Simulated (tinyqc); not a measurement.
Mass and degeneracy from charge and saturation current.

Question. At high drain voltage only states moving towards the drain are filled: n = (N0/2) F_0(eta), N0 = gv m kB T/(pi hbar^2), F_0(x) = ln(1 + exp x), and I = q (N0/2) vT F_(1/2)(eta) per width, vT = sqrt(2 kB T/(pi m)), F_(1/2)(x) = (2/sqrt(pi)) int_0^infinity u^(1/2)/(1 + exp(u - x)) du. Find eta and m.

Inputs (values chosen for the exercise): temperature T = 350 K; valley degeneracy gv = 1.

Constants: q = 1.602176634e-19 C, kB = 1.380649e-23 J/K, hbar = 1.054571817e-34 J s, m0 = 9.1093837015e-31 kg. Results are converted to the units shown.

n = 7.2912697e11 cm^-2
I = 633.00969 uA/um

Solution. The mass drops out of I^2/(q^2 n) = gv (kB T)^2 F_(1/2)^2/(pi^2 hbar^2 F_0), which rises with eta and so fixes it; n then gives m.

eta = 3.890
m = 0.02960 m0

tinyqc, about 0.01 s, one thread, Intel Xeon 2.30GHz (shared host): `OMP_NUM_THREADS=1 python tinyqc.py 2400042 2400043 out.jsonl`
